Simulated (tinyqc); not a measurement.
From results back to parameters: trap in a gate oxide as a short-range spherical well. Four cases, with inputs chosen for the exercise.

Problem. In strong inversion a gate step dV falls across the oxide, so a trap at depth x moves by -e dV x/tox against EF and d ln(tau_c/tau_e)/dV = -x/(tox kB T/e). The slope was computed from a hidden depth.

Constants: kB = 8.617333262e-05 eV/K.

Case 1.

Values chosen (out of a larger set: near those of Al2O3 on GaAs; not measured data): tox = 22 angstrom (oxide thickness); T = 300 K (temperature).

slope = -14.0661 1/V

Case 2.

Values chosen (out of a larger set: near those of HfO2 on Si; not measured data): tox = 29 angstrom (oxide thickness); T = 300 K (temperature).

slope = -18.6739 1/V

Case 3.

Values chosen (out of a larger set: near those of SiO2 on Si; not measured data): tox = 21 angstrom (oxide thickness); T = 300 K (temperature).

slope = -25.7878 1/V

Case 4.

Values chosen (out of a larger set: near those of Al2O3 on GaAs; not measured data): tox = 33 angstrom (oxide thickness); T = 200 K (temperature).

slope = -21.0991 1/V

Find: x/tox; x.

Solution. x/tox = -slope kB T/e.

Case 1.

x/tox = 0.364
x = 8.0 angstrom

Case 2.

x/tox = 0.483
x = 14.0 angstrom

Case 3.

x/tox = 0.667
x = 14.0 angstrom

Case 4.

x/tox = 0.364
x = 12.0 angstrom

Computed by tinyqc, one run a case: `OMP_NUM_THREADS=1 python tinyqc.py N N+1 out.jsonl` with N = 1251413, 1251460, 1251474, 1251476; one thread of a shared Intel(R) Xeon(R) Processor @ 2.30GHz, about 0.01 s a run at most.
